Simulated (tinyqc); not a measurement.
Polytypes by hexagonality, and a cubic inclusion as a quantum well: one step. Gaps and band edges. Four cases, with inputs chosen for the exercise.

Problem. Evaluate for each polytype.

Gap: E3 + (E2 - E3) h. Valence top Ev2 h and polarisation P2 h, both counted from 3C; Ec = Ev + gap.

Case 1.

Values chosen (of the order of those of InAs; shifted at random, so the results belong to these values and not to a real crystal): E3 = 0.418 eV (gap of the cubic polytype); E2 = 0.461 eV (gap of 2H); Ev2 = 0.045 eV (valence top of 2H above that of 3C); P2 = 0.0022 C/m^2 (spontaneous polarisation of 2H).

Hexagonality:
```
polytype             h/k string         h
21R       hkkhkkkhkkhkkkhkkhkkk  0.285714
2H                           hh  1.000000
6H                       hkkhkk  0.333333
8H                     hkkkhkkk  0.250000
10H                  hkkkkhkkkk  0.200000
```

Case 2.

Values chosen (of the order of those of InAs; shifted at random, so the results belong to these values and not to a real crystal): E3 = 0.418 eV (gap of the cubic polytype); E2 = 0.456 eV (gap of 2H); Ev2 = 0.041 eV (valence top of 2H above that of 3C); P2 = 0.002 C/m^2 (spontaneous polarisation of 2H).

Hexagonality:
```
polytype       h/k string         h
3C                    kkk  0.000000
15R       hkkhkhkkhkhkkhk  0.400000
2H                     hh  1.000000
9R              hkhhkhhkh  0.666667
4H                   hkhk  0.500000
```

Case 3.

Values chosen (of the order of those of InAs; shifted at random, so the results belong to these values and not to a real crystal): E3 = 0.417 eV (gap of the cubic polytype); E2 = 0.46 eV (gap of 2H); Ev2 = 0.039 eV (valence top of 2H above that of 3C); P2 = 0.0022 C/m^2 (spontaneous polarisation of 2H).

Hexagonality:
```
polytype             h/k string         h
2H                           hh  1.000000
4H                         hkhk  0.500000
10H                  hkkkkhkkkk  0.200000
21R       hkkhkkkhkkhkkkhkkhkkk  0.285714
15R             hkkhkhkkhkhkkhk  0.400000
```

Case 4.

Values chosen (of the order of those of InP; shifted at random, so the results belong to these values and not to a real crystal): E3 = 1.411 eV (gap of the cubic polytype); E2 = 1.481 eV (gap of 2H); Ev2 = 0.048 eV (valence top of 2H above that of 3C); P2 = -0.0024 C/m^2 (spontaneous polarisation of 2H).

Hexagonality:
```
polytype             h/k string         h
2H                           hh  1.000000
10H                  hkkkkhkkkk  0.200000
3C                          kkk  0.000000
21R       hkkhkkkhkkhkkkhkkhkkk  0.285714
15R             hkkhkhkkhkhkkhk  0.400000
```

Give: a table of polytype, gap (eV), Ev (eV), Ec (eV), P (C/m^2).

Solution.

Case 1.

Results:
```
polytype  gap (eV)  Ev (eV)  Ec (eV)  P (C/m^2)
21R         0.4303   0.0129   0.4431    0.00063
2H          0.4610   0.0450   0.5060    0.00220
6H          0.4323   0.0150   0.4473    0.00073
8H          0.4288   0.0112   0.4400    0.00055
10H         0.4266   0.0090   0.4356    0.00044
```

The widest gap is that of 2H, the narrowest that of 10H. Ev and Ec both rise with h, so 3C collects electrons and the more hexagonal side holes: a staggered line-up.

Case 2.

Results:
```
polytype  gap (eV)  Ev (eV)  Ec (eV)  P (C/m^2)
3C          0.4180   0.0000   0.4180    0.00000
15R         0.4332   0.0164   0.4496    0.00080
2H          0.4560   0.0410   0.4970    0.00200
9R          0.4433   0.0273   0.4707    0.00133
4H          0.4370   0.0205   0.4575    0.00100
```

The widest gap is that of 2H, the narrowest that of 3C. Ev and Ec both rise with h, so 3C collects electrons and the more hexagonal side holes: a staggered line-up.

Case 3.

Results:
```
polytype  gap (eV)  Ev (eV)  Ec (eV)  P (C/m^2)
2H          0.4600   0.0390   0.4990    0.00220
4H          0.4385   0.0195   0.4580    0.00110
10H         0.4256   0.0078   0.4334    0.00044
21R         0.4293   0.0111   0.4404    0.00063
15R         0.4342   0.0156   0.4498    0.00088
```

The widest gap is that of 2H, the narrowest that of 10H. Ev and Ec both rise with h, so 3C collects electrons and the more hexagonal side holes: a staggered line-up.

Case 4.

Results:
```
polytype  gap (eV)  Ev (eV)  Ec (eV)  P (C/m^2)
2H          1.4810   0.0480   1.5290   -0.00240
10H         1.4250   0.0096   1.4346   -0.00048
3C          1.4110   0.0000   1.4110    0.00000
21R         1.4310   0.0137   1.4447   -0.00069
15R         1.4390   0.0192   1.4582   -0.00096
```

The widest gap is that of 2H, the narrowest that of 3C. Ev and Ec both rise with h, so 3C collects electrons and the more hexagonal side holes: a staggered line-up.

Computed by tinyqc, one run a case: `OMP_NUM_THREADS=1 python tinyqc.py N N+1 out.jsonl` with N = 1850077, 1850093, 1850212, 1850281; one thread of a shared Intel(R) Xeon(R) Processor @ 2.30GHz, about 0.09 s a run at most.
